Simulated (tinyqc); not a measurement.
Lattice vibrations of a chain, step by step. Computed by tinyqc, a small Python program that keeps every step. Command: `OMP_NUM_THREADS=1 python tinyqc.py 30851 30852 out.jsonl` (the two numbers bound the seeds that draw the settings). One thread of a shared host (Intel(R) Xeon(R) Processor @ 2.60GHz), about 0.01 s of CPU time with the checks.

## Dynamical matrix at q = 0.15

A chain moving along its axis:
```
atom    mass (u)  spring to the next atom (eV/angstrom^2)
1      81.000000                                18.400000
2      36.300000                                21.200000
3      18.100000                                25.400000
4     108.600000                                12.200000
```

q is in units of 2 pi/a. A spring k from atom i to atom j, n cells on, adds k to Phi_ii and Phi_jj, -k exp(2 pi i q n) to Phi_ij and the conjugate to Phi_ji (for one atom a cell: 2k (1 - cos 2 pi q n)); D_ij = Phi_ij / sqrt(m_i m_j).

D(q) (eV/(angstrom^2 u)):
$$\begin{pmatrix}
0.377778 & -0.339330 & 0.000000 & -0.076458+0.105235i \\
-0.339330 & 1.090909 & -0.827072 & 0.000000 \\
0.000000 & -0.827072 & 2.574586 & -0.572901 \\
-0.076458-0.105235i & 0.000000 & -0.572901 & 0.346225
\end{pmatrix}$$

## Frequencies

omega^2 are the eigenvalues; wavenumber = 521.4708 sqrt(eigenvalue) 1/cm.

eigenvalues: [0.016168, 0.366537, 0.952678, 3.054114]

wavenumbers (1/cm): [66.3, 315.7, 509.0, 911.3]

weights |e|^2 of the mass-weighted modes, order atom 1, atom 2, atom 3, atom 4:
$$\begin{pmatrix}
0.330063 & 0.464445 & 0.202429 & 0.003063 \\
0.143834 & 0.075288 & 0.630000 & 0.150879 \\
0.072313 & 0.018268 & 0.100288 & 0.809131 \\
0.453790 & 0.441999 & 0.067284 & 0.036927
\end{pmatrix}$$

## Dispersion and heat capacity

C/k_B per atom = mean over q = (j + 1/2)/80, j = 0..39 and all branches of y^2 e^y/(e^y - 1)^2, y = hc wavenumber / k_B T.

Wavenumbers (1/cm):
```
q           branch 1    branch 2    branch 3    branch 4
0.000000    0.000000  328.650263  504.826013  911.473363
0.062500   27.746053  326.327235  505.619765  911.445740
0.125000   55.343683  319.556240  507.814005  911.367003
0.187500   82.635044  308.849833  510.933006  911.248970
0.250000  109.437140  294.868873  514.392307  911.109437
0.312500  135.503170  278.312012  517.648279  910.969575
0.375000  160.389478  259.977991  520.270671  910.850745
0.437500  182.759158  241.447102  521.959938  910.771212
0.500000  195.017331  230.453496  522.541994  910.743259
```

Heat capacity:
```
T (K)  C/k_B per atom
20           0.051753
50           0.133643
100          0.279513
200          0.515851
300          0.672632
600          0.879428
1200         0.965832
```

zero-point energy per atom = 28.213704 meV
